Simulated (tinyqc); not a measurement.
# Schottky diode by thermionic emission with image-force lowering and series resistance: a Richardson plot

Metal on an n-type semiconductor with one parabolic valley; V > 0 is forward bias (metal positive). I = I0 [exp(Vj/(n Vt)) - 1] with Vj = V - I Rs; I0 = S A* T^2 exp(-(phi - dphi)/Vt), the lowering dphi taken at zero bias.

A* = 4 pi q me m0 kB^2/h^3 (times 1e-4 for A/(cm^2 K^2)); Nc = 2 (2 pi me m0 kB T/h^2)^1.5 (times 1e-6 for cm^-3); xi = Vt ln(Nc/Nd), Vbi = phi - xi; surface field Em = sqrt(2 q Nd (Vbi - V - Vt)/(eps0 eps_r)); dphi = sqrt(q Em/(4 pi eps0 eps_r)). Here V = 0 in Em; phi is held fixed.

Inputs (values chosen for the exercise); band and dielectric values those of a made-up semiconductor:
- me = 0.0663 m0 (electron mass)
- eps_r = 10.6 (relative permittivity)
- phi = 0.71 eV (barrier height seen from the metal)
- Nd = 1.5e15 cm^-3 (donor density)
- S = 2.5e-5 cm^2 (area)

Constants: q = 1.602176634e-19 C, kB = 1.380649e-23 J/K, h = 6.62607015e-34 J s, m0 = 9.1093837015e-31 kg, Vt = kB T/q, eps0 = 8.8541878128e-14 F/cm where lengths are in cm. Results are converted to the units shown.

A Richardson plot:

| T (K) | dphi (meV) | I0 (A) | ln(I0/(S T^2)) | 1/Vt (1/V) |
|---|---|---|---|---|
| 200 | 15.47 | 2.511e-17 | -38.22 | 58.02 |
| 240 | 15.30 | 2.962e-14 | -31.52 | 48.35 |
| 280 | 15.11 | 4.855e-12 | -26.72 | 41.44 |
| 320 | 14.92 | 2.304e-10 | -23.13 | 36.26 |
| 360 | 14.71 | 4.766e-9 | -20.34 | 32.23 |
| 400 | 14.48 | 5.499e-8 | -18.10 | 29.01 |
| 450 | 14.18 | 6.500e-7 | -15.87 | 25.79 |

Read the table: what changes, and by how much?

I0 grows by 10.4 decades. The line through the end rows has the slope -0.6935 eV and the intercept ln(7.51 A/(cm^2 K^2)), against phi = 0.71 eV and A* = 7.97. The difference comes from the lowering: dphi falls from 15.5 to 14.2 meV.

tinyqc, about 0.01 s, one thread, Intel Xeon 2.30GHz (shared host): `OMP_NUM_THREADS=1 python tinyqc.py 2640158 2640159 out.jsonl`
